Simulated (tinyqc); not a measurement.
Worked calculation: Peierls distortion of a half-filled chain. Values are carried at full precision from step to step, so a last printed digit may differ when a step is redone from the rounded ones.

Atoms move by +/- u, so bonds change by -/+ 2u and hoppings are t +/- 2 al u. Bands E = -/+ sqrt((2 t cos x)^2 + D^2 sin^2 x) with D = 4 al u, x = k a in (0, pi/2); the gap is 2D. Energy per atom at zero temperature: E(u) = -mean_x sqrt(...) + 2 K u^2; exactly, the mean is (4t/pi) E(1 - z^2), z = D/2t, E the complete elliptic integral of the second kind with parameter m. Coupling lambda = 2 al^2/(pi t K).

Constants: kB = 8.617333262e-05 eV/K.

Values chosen for the exercise: t = 2.74 eV (hopping of the even chain); al = 5.9 eV/angstrom (change of hopping with bond length); K = 31.2 eV/angstrom^2 (spring constant of a bond); u = 0.023 angstrom (trial shift of alternate atoms); N = 4 (k points).

## Energy at a trial distortion

Use the mesh x_j = (j + 1/2) pi/(2N), j = 0 .. N-1, and also the elliptic integral.

D = 0.5428 eV

|E| on the mesh (eV): 5.3757  4.5664  3.0778  1.1943

band energy on the mesh = -3.5536 eV
elastic energy = 0.0330 eV
total, exact = -3.5106 eV
exact E(u) - E(0) = -0.0219 eV

This distortion lowers the energy; the mesh errs by -9.99 meV.

## The equilibrium distortion

dE/du = 0 gives 1 = (4 al^2/K) mean(sin^2 x/|E|); solve with the exact mean, and compare with the weak-coupling form D = 8 t exp(-1 - 1/(2 lambda)).

lambda = 0.2592
u0 = 0.0529 angstrom
gap 2D = 2.495 eV
gap, weak coupling = 2.344 eV
E(u0) - E(0) per atom = -42.77 meV

Long and short bonds differ by 4 u0 = 0.2114 angstrom. The weak-coupling gap is 0.939 of the full one. The gain is far smaller than the gap, since only states near the zone edge move.

## Length and phonon scales

Coherence length xi/a = 2t/D with D half the gap; mean-field transition kB Tp = D/1.764 (weak coupling); for the optical mode at the zone edge (omega_R/omega_0)^2 = 2 lambda at weak coupling.

xi/a = 4.39
Tp = 8.21e+03 K
omega_R/omega_0 = 0.720

Tp is a mean-field scale: in a single chain fluctuations forbid the transition, and coupling between chains sets the real one, far lower.

## Checks

- Total energy at u0 on 4000 points against the elliptic integral (eV): both -3.53145.

tinyqc: `OMP_NUM_THREADS=1 python tinyqc.py 1651618 1651619 out.jsonl`; about 0.07 s, one thread, shared Intel(R) Xeon(R) Processor @ 2.30GHz.
